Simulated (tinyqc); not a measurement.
Inside a calculation. Method: CIS on RHF in the 6-311g basis, for H2, spin multiplicity 1. One step of it, computed by the program tinyqc.

Problem. CIS triplet states. Diagonalise A (1 hartree = 27.211386 eV); each vector has its largest component positive (the first on a tie).

CIS matrix A, triplet (hartree), order 1>2, 1>3, 1>4, 1>5, 1>6:
```
[[0.282977, 0.000000, 0.140160, 0.029417, 0.000000],
 [0.000000, 0.500169, 0.000000, 0.000000, -0.088321],
 [0.140160, 0.000000, 0.626079, -0.126585, 0.000000],
 [0.029417, 0.000000, -0.126585, 2.469063, 0.000000],
 [0.000000, -0.088321, 0.000000, 0.000000, 2.583292]]
```

Give: triplet excitation energies; lowest vectors.

Solution.

triplet excitation energies (eV): [6.2796, 13.5086, 18.2167, 67.4270, 70.3967]

lowest vectors, order 1>2, 1>3, 1>4, 1>5, 1>6:
```
[[0.9388, 0.0000, 0.3444, 0.0091, 0.0000],
 [0.0000, 0.9991, 0.0000, 0.0000, -0.0423],
 [-0.3430, 0.0000, 0.9369, -0.0675, 0.0000],
 [-0.0317, 0.0000, 0.0603, 0.9977, 0.0000],
 [0.0000, 0.0423, 0.0000, 0.0000, 0.9991]]
```
